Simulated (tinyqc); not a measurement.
CIS and TDHF on RHF in the 6-31g basis, for H-, spin multiplicity 1, step by step. The basis has no diffuse functions, so it cannot describe the extra electron: this is an exercise in the method, not the real anion. Computed by tinyqc, a small Python program that keeps every step (integrals from PySCF). Settings: charge = -1, multiplicity = 1, basis = 6-31g, method = RHF, energy threshold = 1e-10, iteration cap = 66, orthogonalisation = symmetric, start = atomic densities, DIIS depth = 6, TDHF = 1. Command: `OMP_NUM_THREADS=1 python tinyqc.py 28236 28237 out.jsonl` (the two numbers bound the seeds that draw the settings). One thread of a shared host (Intel(R) Xeon(R) Processor @ 2.60GHz), about 0.06 s of CPU time with the checks. The early iterations of the SCF are left out here.

## One-electron integrals

Geometry (angstrom):
```
atom         x         y         z
H     0.000000  0.000000  0.000000
```

Basis 6-31g: exponents (1/bohr^2) and contraction coefficients of normalised primitives:
```
element  l (shell)   exponent  coefficient
H            s (1)  18.731137     0.033495
H            s (1)   2.825394     0.234727
H            s (1)   0.640122     0.813757
H            s (2)   0.161278     1.000000
```

Overlap, kinetic and nuclear-attraction integrals over the contracted functions; the nuclear repulsion is the sum of Za Zb / Rab.

nuclear repulsion = 0 hartree

overlap S, order 1H 1s, 1H 2s:
$$\begin{pmatrix}
1.000000 & 0.658292 \\
0.658292 & 1.000000
\end{pmatrix}$$

kinetic energy T (hartree), order 1H 1s, 1H 2s:
$$\begin{pmatrix}
1.395678 & 0.259735 \\
0.259735 & 0.241917
\end{pmatrix}$$

nuclear attraction V (hartree), order 1H 1s, 1H 2s:
$$\begin{pmatrix}
-1.653231 & -0.742311 \\
-0.742311 & -0.640851
\end{pmatrix}$$

core Hamiltonian H = T + V (hartree), order 1H 1s, 1H 2s:
$$\begin{pmatrix}
-0.257552 & -0.482576 \\
-0.482576 & -0.398935
\end{pmatrix}$$

## Two-electron integrals

Functions are numbered as in S; the eight-fold symmetry (ij|kl) = (ji|kl) = (kl|ij) leaves the list below.

Two-electron integrals (ij|kl) in chemists' order, unique and non-zero (hartree):
```
(11|11) 1.076566   (21|11) 0.578470   (21|21) 0.329423   (22|11) 0.587396
(22|21) 0.361304   (22|22) 0.453150
```

## Orthogonalisation

S = U s U^T; symmetric (Loewdin) form X = U s^(-1/2) U^T, so that X^T S X = 1.

eigenvalues of S: [0.341708, 1.658292]

X, order 1H 1s, 1H 2s:
$$\begin{pmatrix}
1.243622 & -0.467072 \\
-0.467072 & 1.243622
\end{pmatrix}$$

## Iteration 9 (converged): orbitals

converged F (hartree), order 1H 1s, 1H 2s:
$$\begin{pmatrix}
0.609643 & -0.123666 \\
-0.123666 & 0.101393
\end{pmatrix}$$

Diagonalise F' = X^T F X, C = X C', fill 1 alpha and 1 beta electrons from the bottom; D = 2 C_occ C_occ^T. Each column has its largest component positive (the first on a tie).

F' = X^T F X (hartree):
$$\begin{pmatrix}
1.108658 & -0.631254 \\
-0.631254 & 0.433477
\end{pmatrix}$$

orbital energies (hartree): MO1 0.055212, MO2 1.486923

coefficients C, order 1H 1s, 1H 2s:
$$\begin{pmatrix}
0.238585 & 1.306840 \\
0.826681 & -1.039880
\end{pmatrix}$$

D after iteration 9, order 1H 1s, 1H 2s:
$$\begin{pmatrix}
0.113846 & 0.394468 \\
0.394468 & 1.366804
\end{pmatrix}$$

## Convergence

Stop when the energy changes by less than 1e-10 hartree and every element of the error matrix X^T (F D S - S D F) X is below 3e-06.

Course of the cycle:
```
iteration  E (hartree)     change  largest element of the error matrix
1          -0.29959326          -                             5.53e-01
2          -0.42103847  -1.21e-01                             5.94e-02
3          -0.42244136  -1.40e-03                             1.19e-03
4          -0.42244181  -4.51e-07                             5.40e-04
5          -0.42244188  -6.77e-08                             3.50e-04
6          -0.42244190  -2.22e-08                             2.60e-04
7          -0.42244191  -9.93e-09                             2.07e-04
8          -0.42244193  -1.71e-08                             1.24e-06
9          -0.42244193  -6.17e-13                             9.07e-09
```

PySCF RHF in the same basis = -0.42244193 hartree

Converged in 9 iterations.

## Integrals over molecular orbitals

(pq|rs) = sum C_ip C_jq C_kr C_ls (ij|kl), one index at a time.

one-electron integrals over orbitals h = C^T H C (hartree):
$$\begin{pmatrix}
-0.477654 & -0.138978 \\
-0.138978 & 0.440356
\end{pmatrix}$$

Two-electron integrals over orbitals (pq|rs), unique and non-zero (hartree):
```
(11|11) 0.532867   (21|11) 0.138978   (21|21) 0.136050   (22|11) 0.591309
(22|21) 0.243852   (22|22) 0.778941
```

## CIS matrix, singlets

A(ia,jb) = (e_a - e_i) d_ij d_ab + 2 (ia|jb) - (ij|ab).

CIS matrix A, singlet (hartree), order 1>2:
$$\begin{pmatrix}
1.112503
\end{pmatrix}$$

## CIS singlet states

dipole integrals <i|r|a> (bohr), order 1>2:
$$\begin{pmatrix}
0.000000 & 0.000000 & 0.000000
\end{pmatrix}$$

Diagonalise A (1 hartree = 27.211386 eV); each vector has its largest component positive (the first on a tie). The transition dipole is mu = sqrt2 sum c_ia <i|r|a>.

singlet excitation energies (eV): [30.272743]

lowest vectors, order 1>2:
$$\begin{pmatrix}
1.000000
\end{pmatrix}$$

oscillator strengths 2/3 w |mu|^2: [0.000000]

## TDHF (RPA) singlet states

B(ia,jb) = 2 (ia|jb) - (ib|ja); the squared energies are the eigenvalues of (A - B)(A + B); 1 hartree = 27.211386 eV.

TDHF matrix B, singlet (hartree), order 1>2:
$$\begin{pmatrix}
0.136050
\end{pmatrix}$$

squared energies w^2 (hartree^2): [1.219153]

TDHF energies from the positive w^2 (eV): [30.045519]

## CIS matrix, triplets

A(ia,jb) = (e_a - e_i) d_ij d_ab - (ij|ab).

CIS matrix A, triplet (hartree), order 1>2:
$$\begin{pmatrix}
0.840402
\end{pmatrix}$$

## CIS triplet states

Diagonalise A (1 hartree = 27.211386 eV); each vector has its largest component positive (the first on a tie).

triplet excitation energies (eV): [22.868497]

lowest vectors, order 1>2:
$$\begin{pmatrix}
1.000000
\end{pmatrix}$$

## TDHF (RPA) triplet states

B(ia,jb) = - (ib|ja); the squared energies are the eigenvalues of (A - B)(A + B); 1 hartree = 27.211386 eV.

TDHF matrix B, triplet (hartree), order 1>2:
$$\begin{pmatrix}
-0.136050
\end{pmatrix}$$

squared energies w^2 (hartree^2): [0.687765]

TDHF energies from the positive w^2 (eV): [22.566844]
